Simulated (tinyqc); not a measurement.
Plane-wave Kohn-Sham cycle with exchange-only LDA in a layered model solid, step by step. Computed by tinyqc, a small Python program that keeps every step. Settings: points = 16, plane-wave index or count = 2, electrons = 2, k points = 4, area = 20.0, mixing = 0.1, iteration cap = 58, Kerker q0 = 1.13. Command: `OMP_NUM_THREADS=1 python tinyqc.py 22037 22038 out.jsonl` (the two numbers bound the seeds that draw the settings). One thread of a shared host (Intel(R) Xeon(R) Processor @ 2.60GHz), about 0.03 s of CPU time with the checks.

A solid whose potential varies along x alone (atomic units):
```
parameter                      value
period a                   11.600000
cross-section of the cell  20.000000
electrons per cell                 2
grid points                       16
plane waves -n..n, n               2
k points                           4
V1 in V1 cos(2 pi x/a)     -0.800000
```

Stop when sqrt(dV sum R^2) is below 1e-8, dV = a A/N.

Course of the cycle:
```
iteration  E (hartree)  norm of the residual
1          -1.42357054              1.78e-01
2          -1.40737107              1.73e-01
3          -1.39164849              1.68e-01
4          -1.37643639              1.64e-01
5          -1.36175197              1.59e-01
6          -1.34760138              1.55e-01
7          -1.33398322              1.51e-01
8          -1.32089089              1.47e-01
9          -1.30831423              1.43e-01
10         -1.29624066              1.39e-01
11         -1.28465599              1.36e-01
...                ...                   ...
48         -1.07550154              5.88e-02
49         -1.07331999              5.75e-02
50         -1.07123523              5.63e-02
51         -1.06924313              5.51e-02
52         -1.06733973              5.39e-02
53         -1.06552126              5.28e-02
54         -1.06378407              5.17e-02
55         -1.06212469              5.06e-02
56         -1.06053979              4.95e-02
57         -1.05902615              4.85e-02
58         -1.05758072              4.75e-02
```

Can the last value be used, and what does the course show?

Not by the stop rule. Not converged within 58 iterations: the residual falls steadily but slowly, by a factor of about 0.98 a step. Reruns (cap 100 unless said): mixing 0.5, Kerker q0 1.0: not converged; mixing 0.3, Pulay depth 5: converged in 14 (E = -1.02874); the original settings with a cap of 400: not converged.
